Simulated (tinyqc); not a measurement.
Inside a calculation. Model: piezoresistors in the (001) plane of a cubic crystal.

Program tinyqc, `OMP_NUM_THREADS=1 python tinyqc.py 2530073 2530074 out.jsonl`; Intel Xeon 2.30GHz, shared host, one thread, about 0.01 s. Printed values are rounded.

Plane stress in crystal axes x = [100], y = [010]. First-order piezoresistance: d rho_xx/rho = p11 sxx + p12 syy, d rho_yy/rho = p12 sxx + p11 syy, d rho_xy/rho = p44 sxy; a resistor along d = (cos th, sin th) changes by dR/R = d.(d rho/rho).d. Changes of geometry and second-order terms are left out.

Parameters, values chosen for the exercise; coefficients close to those of lightly doped p-type silicon:
- p11 = 6.35 x 1e-11/Pa (piezoresistive coefficient)
- p12 = -1.12 x 1e-11/Pa (piezoresistive coefficient)
- p44 = 146 x 1e-11/Pa (piezoresistive coefficient)
- th = 0 deg (angle of the current from [100])
- Sx = 117 MPa (stress sxx)
- Sy = -161 MPa (stress syy)
- St = -59 MPa (shear stress sxy)
- Vb = 3.3 V (bridge supply)
- E = 161 GPa (Young's modulus along [110])

## Change of the resistivity tensor

As in the introduction.

d rho/rho (%):
```
           x          y
x   0.923270  -8.614000
y  -8.614000  -1.153390
```

## Resistors at th and th + 90 degrees, and the bridge

dR/R = d.(d rho/rho).d. A full bridge with two resistors of each kind in opposite arms gives Vout = Vb (a - b)/(2 + a + b), a and b the two dR/R.

dR/R at th = 0.9232700 %
dR/R at th + 90 = -1.153390 %
Vout = 34.30436 mV

## Longitudinal and transverse coefficients

For uniaxial stress along or across the current: pL = p11 - (A/2) sin^2(2 th), pT = p12 + (A/2) sin^2(2 th), A = p11 - p12 - p44. Gauge factor along [110]: E (p11 + p12 + p44)/2.

A = -138.5300 x 1e-11/Pa
pL = 6.35 x 1e-11/Pa
pT = -1.12 x 1e-11/Pa
gauge factor = 121.7401
